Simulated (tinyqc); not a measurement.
## Lossy interposer transmission line with skin effect: effect of the loss tangent

A uniform line in a homogeneous dielectric: c = sqrt(er)/(c0 Z0), l = Z0 sqrt(er)/c0 (c0 = 299792458 m/s), g = w c td, w = 2 pi f. The resistance joins its limits as r = sqrt(r_dc^2 + r_hf^2), with r_dc = rho/(wd th), r_hf = kr rho/(2 delta (wd + th)), delta = sqrt(rho/(pi f mu0)), mu0 = 4 pi 1e-7 H/m; this is an interpolation, and internal inductance, up to 0.05 nH/mm at low frequency, is neglected.

gamma = sqrt((r + i w l)(g + i w c)) = alpha + i beta, Zc = sqrt((r + i w l)/(g + i w c)), roots with positive real part; loss 8.685889638 alpha in dB; phase velocity w/beta. ZL = 1/(1/RL + i w CL); reflection (ZL - Zc)/(ZL + Zc); Zin = Zc (ZL + Zc tanh(gamma len))/(Zc + ZL tanh(gamma len)); H = V_load/V_source = [Zin/(Zin + Rg)]/[cosh(gamma len) + (Zc/ZL) sinh(gamma len)].

Inputs (values chosen for the exercise): width of the strip wd = 9.1 um; thickness of the strip th = 0.78 um; resistivity rho = 2 uohm cm; relative permittivity er = 3.9; lossless impedance sqrt(l/c) Z0 = 40 ohm; factor for crowding and the return path kr = 2; length len = 10 mm; source resistance Rg = 100 ohm; load resistance RL = 1000 ohm; load capacitance CL = 0 fF; frequency f = 1.5 GHz.

The same in every row: r (ohm/mm) = 3.0253; r/(w l) = 1.2182.

Results:

| td | loss (dB/mm) | \|Zc\| (ohm) | phase velocity over c0 | length in wavelengths | \|H\| (dB) |
|---|---|---|---|---|---|
| 0 | 0.28942 | 50.217 | 0.44617 | 0.11214 | -5.5460 |
| 0.001 | 0.28973 | 50.217 | 0.44628 | 0.11212 | -5.5509 |
| 0.002 | 0.29003 | 50.217 | 0.44638 | 0.11209 | -5.5558 |
| 0.01 | 0.29249 | 50.216 | 0.44722 | 0.11188 | -5.5952 |
| 0.02 | 0.29556 | 50.212 | 0.44827 | 0.11162 | -5.6446 |
| 0.04 | 0.30172 | 50.197 | 0.45034 | 0.11110 | -5.7442 |

Estimate the missing row, td = 0.005.

Computed row:

| td | loss (dB/mm) | \|Zc\| (ohm) | phase velocity over c0 | length in wavelengths | \|H\| (dB) |
|---|---|---|---|---|---|
| 0.005 | 0.29095 | 50.217 | 0.44670 | 0.11201 | -5.5706 |

With this row back in the table: As td goes from 0 to 0.04, the loss rises from 0.289 to 0.302 dB/mm, |Zc| stays near 50.2 ohm and |H| goes from -5.55 to -5.74 dB, with its highest value among the rows, -5.55 dB, at td = 0. In the low-loss estimate the dielectric part g Z0/2 equals the conductor part r/(2 Z0) at td = 1.22.

Numbers from tinyqc (`OMP_NUM_THREADS=1 python tinyqc.py 2810216 2810217 out.jsonl`; about 0.01 s on one thread of a shared Intel Xeon 2.30GHz).
